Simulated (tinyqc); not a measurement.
## Well width from the intersubband spacing

Problem. In an empty well of width L and depth Vb, level k solves kw L/2 = (k - 1) pi/2 + arctan(sqrt((mw/mb)(Vb - E)/E)) with kw = sqrt(mw E/C), C = hbar^2/(2 m0). Find L, E1 and E2 from the spacing.

Parameters, values chosen for the exercise; material values those of a made-up well:
- mw = 0.0461 m0 (mass along z in the well)
- mb = 0.0812 m0 (mass along z in the barriers)
- Vb = 0.604 eV (barrier height)

Constants: q = 1.602176634e-19 C, hbar = 1.054571817e-34 J s, m0 = 9.1093837015e-31 kg, hbar^2/(2 m0) = 0.0380998212 eV nm^2. Results are converted to the units shown.

E2 - E1 = 84.097793 meV

Answer. Both levels are solved for trial widths until their difference matches. A second level is bound only for L above 3.67 nm, and over that range one width gives this spacing.

L = 14.0 nm
E1 = 27.9 meV
E2 = 112 meV

Program tinyqc, `OMP_NUM_THREADS=1 python tinyqc.py 2140132 2140133 out.jsonl`; Intel Xeon 2.30GHz, shared host, one thread, about 0.2 s.
